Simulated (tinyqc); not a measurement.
## Step height from the transmission

Problem. A single step up from edge 0 (mass mL) to edge U (mass mS) transmits T(E) = 4 vL vR/(vL + vR)^2 with v = k/m, k = sqrt(m (E - edge)/C), C = hbar^2/(2 m0). It is known that vR < vL. Find vR/vL and U.

Inputs (values chosen for the exercise):
- mL = 0.041 m0 (mass in the left lead)
- E = 0.089 eV (electron energy)
- mS = 0.081 m0 (mass beyond the step)

T(E) = 0.73456723

Solution. The reflection amplitude is sqrt(1 - T(E)) = (1 - y)/(1 + y) with y = vR/vL < 1, and y^2 = (E - U) mL/(E mS).

vR/vL = 0.320
U = 0.0710 eV

tinyqc, about 0.01 s, one thread, Intel Xeon 2.30GHz (shared host): `OMP_NUM_THREADS=1 python tinyqc.py 2560107 2560108 out.jsonl`
